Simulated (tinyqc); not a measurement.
Worked calculation: Bethe-Salpeter matrix of a two-band chain (Tamm-Dancoff form). Values are carried at full precision from step to step, so a last printed digit may differ when a step is redone from the rounded ones.

One valence and one conduction band, lattice period 1, mesh k = 2 pi j/N. Pair energies D(k) = Eg + 2 t sum(1 - cos k), t = tc + tv. Screened attraction W(R) = U at R = 0 and V/|R| otherwise, R over the N cells with the nearest image; W(q) = sum_R W(R) cos(q R). H(k, k') = D(k) delta - W(k - k')/Nk + 2 J/Nk for singlets (J = 0 for triplets), Nk the number of k points. With a constant transition dipole the strength of a state is f = (sum_k A_k)^2/Nk, and the f sum to 1.

Values chosen for the exercise: Eg = 3.3 eV (quasiparticle gap); tc = 0.58 eV (conduction hopping); tv = 0.63 eV (valence hopping); U = 0.65 eV (attraction in the same cell); V = 0 eV (attraction at one cell distance); J = 0.32 eV (exchange in the same cell); N = 6 (k points along each axis).

## Pair energies and the kernel

List D(k), W(R) and W(q) on the mesh.

Mesh values (eV):

| index j | D(k_j) | W(R = j) | W(q_j) |
|---|---|---|---|
| j0 | 3.3000 | 0.6500 | 0.6500 |
| j1 | 4.5100 | 0.0000 | 0.6500 |
| j2 | 6.9300 | 0.0000 | 0.6500 |
| j3 | 8.1400 | 0.0000 | 0.6500 |
| j4 | 6.9300 | 0.0000 | 0.6500 |
| j5 | 4.5100 | 0.0000 | 0.6500 |

## The singlet matrix

Fill in H.

H (eV), lower triangle:
```
         j0       j1       j2       j3       j4      j5
j0   3.2983
j1  -0.0017   4.5083
j2  -0.0017  -0.0017   6.9283
j3  -0.0017  -0.0017  -0.0017   8.1383
j4  -0.0017  -0.0017  -0.0017  -0.0017   6.9283
j5  -0.0017  -0.0017  -0.0017  -0.0017  -0.0017  4.5083
```

## Exciton levels and strengths

Diagonalise. For the lowest state give the amplitudes A_k (norm 1, largest positive) and f = (sum_k A_k)^2/Nk, Nk the size of the matrix.

levels (eV): 3.2983  4.5067  4.5100  6.9267  6.9300  8.1383

amplitudes of the lowest state: j0 1.000, j1 0.001, j2 0.000, j3 0.000, j4 0.000, j5 0.001

f of the lowest state = 0.168

The lowest state lies 0.0017 eV below the gap Eg = 3.3 eV and holds 17 % of the strength, against 17 % for one free pair. On a fine mesh the triplet and singlet bindings are 0.0858 and 0.0001 eV.

## Spectrum with and without the kernel

Distinct levels with their degeneracy and summed f, for singlets, beside the sorted triplet levels and free pairs.

Singlets:

| E (eV) | degeneracy | f |
|---|---|---|
| 3.2983 | 1 | 0.1680 |
| 4.5067 | 1 | 0.3336 |
| 4.5100 | 1 | 0.0000 |
| 6.9267 | 1 | 0.3330 |
| 6.9300 | 1 | 0.0000 |
| 8.1383 | 1 | 0.1653 |

triplet levels (eV): 3.1576  4.2931  4.5100  6.7242  6.9300  8.0551

free pairs (eV): 3.3000  4.5100  4.5100  6.9300  6.9300  8.1400

2 of the 6 singlets are dark; those whose amplitude vanishes at R = 0 also feel neither U nor J. The lowest singlet lies 0.1408 eV above the lowest triplet; first order gives 2 J f = 0.1797 eV with the f of the triplet envelope. The centre of the spectrum, sum f E = 5.7100 eV, equals mean D - U + 2J = 5.7100 eV.

## Checks

- Levels from the matrix in the electron-hole distance R against those in k: they agree to 1e-10 or better.
- Triplet binding on 200 points against the formula sqrt(4 t^2 + U^2) - 2t, eV: both 0.0858.

(tinyqc, `OMP_NUM_THREADS=1 python tinyqc.py 1281198 1281199 out.jsonl`, Intel(R) Xeon(R) Processor @ 2.30GHz, 1 thread, shared host, about 0.07 s.)
